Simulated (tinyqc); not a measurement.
Penn model of the dielectric constant and Phillips ionicity: sweeps and comparisons. A value that a table varies takes the place of the one given here.

n = 32/a^3; Ep^2 = 8 pi c e2 n with c = hbar^2/2m0, e2 = e^2/(4 pi eps0); EF = c (3 pi^2 n)^(2/3); eps = 1 + (Ep/Eg)^2 S with S = 1 - Eg/(4 EF) + (Eg/(4 EF))^2/3, Eg the Penn gap. Core d shells are left out.

Phillips: bond length d = sqrt(3) a/4; homopolar gap Eh = 39.74 d^(-2.48) eV (d in angstrom); Eg^2 = Eh^2 + C^2; ionicity fi = C^2/Eg^2.

Constants: hbar^2/2m0 = 3.80998211 eV angstrom^2; e^2/(4 pi eps0) = 14.39964547 eV angstrom.

Values chosen for the exercise (out of a larger set: near those of Si; not measured data):

| symbol | value | unit | meaning |
|---|---|---|---|
| a | 5.445 | angstrom | cubic lattice constant, 32 valence electrons a cell |
| C0 | 0 | eV | ionic gap, held fixed |
| ei | 12.02 |  | high-frequency dielectric constant |

## Dielectric constant under pressure

The lattice constant is scaled by the factor listed; C = C0.

Results:

| factor | Eh (eV) | Eg (eV) | Ep (eV) | eps | fi |
|---|---|---|---|---|---|
| 0.94 | 5.522 | 5.522 | 18.140 | 10.766 | 0.000 |
| 0.96 | 5.241 | 5.241 | 17.576 | 11.188 | 0.000 |
| 0.98 | 4.980 | 4.980 | 17.041 | 11.618 | 0.000 |
| 0.99 | 4.856 | 4.856 | 16.784 | 11.837 | 0.000 |
| 1.00 | 4.736 | 4.736 | 16.532 | 12.058 | 0.000 |
| 1.01 | 4.621 | 4.621 | 16.287 | 12.281 | 0.000 |
| 1.02 | 4.509 | 4.509 | 16.049 | 12.506 | 0.000 |
| 1.04 | 4.297 | 4.297 | 15.588 | 12.963 | 0.000 |

What does this show, and why?

d ln eps/d ln a = +1.84 around factor 1: eps falls under compression. Ep^2 goes as a^-3 and Eh^2 as a^-4.96; with C fixed Eg^2 goes as a^-4.96 at fi = 0.000, and leaving S aside the two powers balance at fi = 0.395. The slope is a difference of two powers and the model omits d shells and any change of C, so it is no prediction for a real crystal; eps from C0 (row 1.00) need not match a measured ei.

## What moves the Penn gap and the ionicity

Eg from ei; fi = 1 - (Eh/Eg)^2, printed even where negative. Each row changes one parameter from the base and keeps the others.

Results:

| case | Ep (eV) | Eg (eV) | Eh (eV) | fi |
|---|---|---|---|---|
| base | 16.532 | 4.744 | 4.736 | 0.003 |
| a = 5.554 angstrom | 16.048 | 4.603 | 4.509 | 0.040 |
| ei = 10.82 | 16.532 | 5.011 | 4.736 | 0.107 |

What does this show?

The largest shifts from the base row, up to three for each result and ties (the steps differ in size, so this ranks the rows, not the parameters). Ep (eV): a -0.484; unchanged at the printed digits by ei. Eg (eV): ei +0.268, a -0.141. Eh (eV): a -0.227; unchanged at the printed digits by ei. fi: ei +0.104, a +0.037. For an elemental crystal fi should vanish; the values measure the misfit of the rule for Eh.

Computed by tinyqc, a small Python program: `OMP_NUM_THREADS=1 python tinyqc.py 1650221 1650222 out.jsonl` (the numbers bound the seed that draws the inputs); one thread of a shared host (Intel(R) Xeon(R) Processor @ 2.30GHz), about 0.01 s for the whole set of steps.
